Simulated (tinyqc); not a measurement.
## Capacitance measurement on a leaky thin oxide: effects of series resistance and leakage: readings against frequency

The device is a capacitance C in parallel with a leakage conductance G, in series with Rs and Ls. An impedance meter reports either a parallel pair (Cp, Gp) from Y = 1/Z = Gp + i w Cp or a series pair (Cs, Rm) from Z = Rm + 1/(i w Cs); w = 2 pi f, dissipation D = Gp/(w |Cp|).

EOT = 3.9 tox/eox; CET = EOT + zc + zp; C = 3.9 eps0 A/CET; G = Jg A/Vs. Z = Rs + i w Ls + 1/(G + i w C); CET read from Cp = 3.9 eps0 A/Cp; errors under 0.001 % are printed as 0.

Parameters, values chosen for the exercise; values of the order met in thin-oxide MOS capacitors:
```
symbol,value,unit,meaning
eox,7.33,,relative permittivity of the gate insulator (close to silicon nitride)
tox,2.1,nm,insulator thickness
A,10000,um^2,gate area
zc,0.27,nm,oxide-equivalent thickness added by the accumulation layer
zp,0.34,nm,oxide-equivalent thickness added by gate depletion
Jg,0.46,A/cm^2,"gate leakage current density, not matched to the thickness"
Vs,0.16,V,voltage for an e-fold rise of the leakage
Rs,240,ohm,series resistance
Ls,0,nH,series inductance
```

Constants: eps0 = 8.8541878128e-14 F/cm where lengths are in cm. Results are converted to the units shown.

The same in every row: C (pF) = 199.9.

Result of one run:
```
Cp (pF)	Cs (pF)	D	error of Cp (%)	error of Cs (%)	CET read from Cp (nm)
174.9	1.047e7	244.7	-12.5	5.24e6	1.974
```

Which measuring frequency f gave this result: 1000, 3000, 10000 or 3e6 Hz?

f = 1000 Hz.

The whole series:
```
f (Hz)	Cp (pF)	Cs (pF)	D	error of Cp (%)	error of Cs (%)	CET read from Cp (nm)
1000	174.9	1.047e7	244.7	-12.5	5.24e6	1.974
3000	174.9	1.164e6	81.56	-12.5	5.82e5	1.974
10000	174.9	1.049e5	24.47	-12.5	5.24e4	1.974
30000	174.9	1.184e4	8.165	-12.5	5820	1.974
1e5	174.8	1247	2.477	-12.6	524	1.975
3e5	173.7	316.3	0.9060	-13.1	58.2	1.988
1e6	162.1	210.4	0.5461	-18.9	5.24	2.131
3e6	102.0	201.1	0.9859	-49.0	0.582	3.387
1e7	19.54	200.0	3.039	-90.2	0.0524	17.67
3e7	2.411	199.9	9.052	-98.8	5.82e-3	143.3
```

D goes from 245 through a minimum of 0.546 (at f = 1e6 Hz among the rows listed) to 9.05; without inductance its minimum lies at f = sqrt(G (1 + G Rs)/Rs)/(2 pi C) = 9.01e5 Hz. The error of Cp goes from -12.5 to -98.8 % and that of Cs from 5.24e6 to 0.00582 %; at low frequency Cp tends to C/(1 + G Rs)^2 and Cs grows as 1 + (G/(w C))^2. One of the two readings is within 2 % of C for f = 3e6, 1e7, 3e7 Hz. For f = 1000, 3000, 10000, 30000, 1e5, 1e7, 3e7 D exceeds 1, where the accuracy of real meters degrades in proportion to sqrt(1 + D^2).

Numbers from tinyqc (`OMP_NUM_THREADS=1 python tinyqc.py 2022079 2022080 out.jsonl`; about 0.01 s on one thread of a shared Intel Xeon 2.30GHz).
